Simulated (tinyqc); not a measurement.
Inside a calculation. Model: small-signal admittance of a forward-biased p+-n diode.

Numbers from tinyqc (`OMP_NUM_THREADS=1 python tinyqc.py 2890152 2890153 out.jsonl`; about 0.01 s on one thread of a shared Intel Xeon 2.30GHz). Printed values are rounded.

Holes injected into a neutral base of width wb with an ohmic contact at its end; low injection, p0 far above the equilibrium density. A small voltage v exp(i w t), w = 2 pi f, modulates the edge density by p0 v/Vt, and the small-signal density obeys Dp d2p/dx2 = (1/tau + i w) p.

Values chosen for this exercise; permittivity close to that of 4H silicon carbide:
```
symbol,value,unit,meaning
T,300,K,temperature
eps_r,9.7,,relative permittivity
Nd,3.3e15,cm^-3,donor density of the base
Dp,2.3,cm^2/s,hole diffusion coefficient
tau,2e-8,s,hole lifetime
wb,0.3,um,width of the neutral base
p0,4e13,cm^-3,excess hole density at the junction edge
Na,2e19,cm^-3,acceptor density of the p+ side
f,2.2e8,Hz,signal frequency
```

Constants: q = 1.602176634e-19 C, kB = 1.380649e-23 J/K, Vt = kB T/q, eps0 = 8.8541878128e-14 F/cm where lengths are in cm. Results are converted to the units shown.

## Closed-form admittance

L = sqrt(Dp tau); direct current J = (q Dp p0/L) coth(wb/L); k = sqrt(1 + i w tau)/L; diffusion admittance Y = (q Dp p0/Vt) k coth(k wb) = G + i w C_diff; junction capacitance C_j = sqrt(q eps0 eps_r Nd/(2 Vr)) in the depletion approximation, with the remaining barrier Vr = Vt ln(Na/p0), a rough value under forward bias; base-width modulation is left out.

L = 2.14476 um
J = 0.494534 A/cm^2
k wb = 0.529537+0.510729i
Y = 19.2520+3.4115i S/cm^2
C_diff = 0.00246799 uF/cm^2
C_j = 0.0258705 uF/cm^2

G is 1.01 times its low-frequency value J/Vt, and C_diff is 0.0954 times C_j.

## The same by finite differences

8 equal intervals, h = wb/8; u = small-signal density over its edge value, u_0 = 1, u_8 = 0; u_(i-1) + b u_i + u_(i+1) = 0 with b = -2 - h^2 (1/tau + i w)/Dp; Y = (q Dp p0/(Vt h)) (-b/2 - u_1), which includes the half box at the edge.

b = -2.00031-0.00845i
u, node 1 to 7: [0.873542-0.018389i, 0.747507-0.029401i, 0.621949-0.034104i, 0.496869-0.033561i, 0.372224-0.028829i, 0.247937-0.020960i, 0.123903-0.011002i]
Y on the mesh = 19.2505+3.4385i S/cm^2

Against the closed form the real part is within 0.01 % of it and the imaginary part 0.79 % above it; |k h| = 0.092.
